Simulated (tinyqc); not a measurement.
From results back to parameters: Franz-Keldysh effect at a direct gap. Three cases, with inputs chosen for the exercise.

Problem. In modulation spectra the extrema of the oscillations lie at E_n = Eg + th (3 pi (n - 1/2)/4)^(2/3) (the phase constant is taken as pi/2 here), with th = (c (e Fd)^2/mr)^(1/3), mr = me mhh/(me + mhh), c = hbar^2/2m0; 1 kV/cm = 1e-5 V/angstrom. Extrema n = 2 and n = 5 are given; Eg and the field are hidden.

Constants: hbar^2/2m0 = 3.80998211 eV angstrom^2.

Find: th; Eg; Fd.

Method. E_n is linear in (3 pi (n - 1/2)/4)^(2/3): the slope is th and the intercept Eg; then e Fd = sqrt(th^3 mr/c).

Case 1.

Values chosen (out of a larger set: near those of InP; not measured data): me = 0.0802 m0 (electron mass); mhh = 0.626 m0 (heavy-hole mass).

E_2 = 1.46722 eV
E_5 = 1.56790 eV

Solution.

th = 40.18 meV
Eg = 1.374 eV
Fd = 1.1e+02 kV/cm

Case 2.

Values chosen (out of a larger set: near those of InGaAs; not measured data): me = 0.0411 m0 (electron mass); mhh = 0.441 m0 (heavy-hole mass).

E_2 = 0.80742 eV
E_5 = 0.85000 eV

Solution.

th = 16.99 meV
Eg = 0.768 eV
Fd = 22 kV/cm

Case 3.

Values chosen (out of a larger set: near those of InP; not measured data): me = 0.0777 m0 (electron mass); mhh = 0.621 m0 (heavy-hole mass).

E_2 = 1.49841 eV
E_5 = 1.65979 eV

Solution.

th = 64.39 meV
Eg = 1.349 eV
Fd = 2.2e+02 kV/cm

Computed by tinyqc, one run a case: `OMP_NUM_THREADS=1 python tinyqc.py N N+1 out.jsonl` with N = 1681625, 1681626, 1681636; one thread of a shared Intel(R) Xeon(R) Processor @ 2.30GHz, about 0.01 s a run at most.
